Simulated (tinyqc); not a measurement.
Conductance against temperature: phonon transmission through an interface between two chains by Green functions. Computed by tinyqc, a small Python program. Command: `OMP_NUM_THREADS=1 python tinyqc.py 3002932 3002933 out.jsonl agf walk`. One thread of a shared host (Intel(R) Xeon(R) Processor @ 2.30GHz), about 0.01 s of CPU time with the checks.

Two semi-infinite chains (masses m_1, m_2; springs k_1, k_2), motion along the chain. The central region holds the end atom of each chain, joined by springs k_b. lambda = omega^2 in eV/(angstrom^2 u); nu = 15.6333042 THz x sqrt(lambda).

Inputs (values chosen for the exercise, for two model chains):
```
quantity                          value           unit
mass m_1                           49.7              u
spring k_1                         11.7  eV/angstrom^2
mass m_2                           41.9              u
spring k_2                         5.58  eV/angstrom^2
junction spring k_b                1.28  eV/angstrom^2
probe frequency / lower band top   0.91              -
```

Atoms in the interlayer: none.

Constants: nu for 1 eV/(angstrom^2 u) = 15.6333042 THz; h x 1 THz = 4.135667696 meV; k_B = 8.617333262e-05 eV/K; k_B = 1.380649e-23 J/K; h = 6.62607015e-34 J s.

Method:
- nu_max = 15.6333042 THz x 2 sqrt(k/m); impedance Z = sqrt(k m); long-wave transmission 4 Z_1 Z_2/(Z_1 + Z_2)^2; the probe frequency is the given share of the lower band top.
- In chain i, sin(q_i a/2) = nu/nu_max,i. An outgoing wave makes the next atom move as exp(i q_i a) times the end atom, so the lead adds the self-energy Sigma_i = -k_i exp(i q_i a) to the force-constant matrix; Gamma_i = -2 Im Sigma_i = 2 k_i sin(q_i a).
- A = lambda M - K - Sigma over the central atoms, with K_ii the sum of the springs at i, K_(i,i+1) = -k_b; G = inverse of A; transmission = Gamma_1 Gamma_2 |G_(first,last)|^2.
- Landauer conductance G = k_B int tau(nu) x^2 e^x/(e^x - 1)^2 d nu, x = h nu/(k_B T), from 0 to the lower band top (240 Gauss-Legendre points in s from 0 to 1, nu = nu_top sin(pi s/2)); tau is the transmission, and its thermal mean is G over the value for tau = 1 in the same window; the quantum is g_0 = pi^2 k_B^2 T/(3 h).

band top of chain 1 = 15.1703 THz

band top of chain 2 = 11.4101 THz

Conductance:
```
T (K)  G (pW/K)  mean transmission     G/g_0  G for transmission 1 (pW/K)
1       0.89851            0.94937   0.94937                      0.94643
5        4.4393            0.93811   0.93811                       4.7322
20       15.554            0.82171   0.82171                       18.929
50       27.866            0.58933   0.58887                       47.285
100      35.784            0.40002   0.37809                       89.454
200      39.961            0.30550   0.21111                       130.81
400      41.405            0.27645   0.10937                       149.77
800      41.804            0.26882  0.055213                       155.51
```

What follows from these numbers?

At 1 K G/g_0 = 0.949; as T goes to 0 it tends to the long-wave transmission, where only the impedances count. Towards high T all modes count more and more alike; at 800 K G is 41.8 pW/K and the mean transmission is 0.269, which is well below the low-T value.
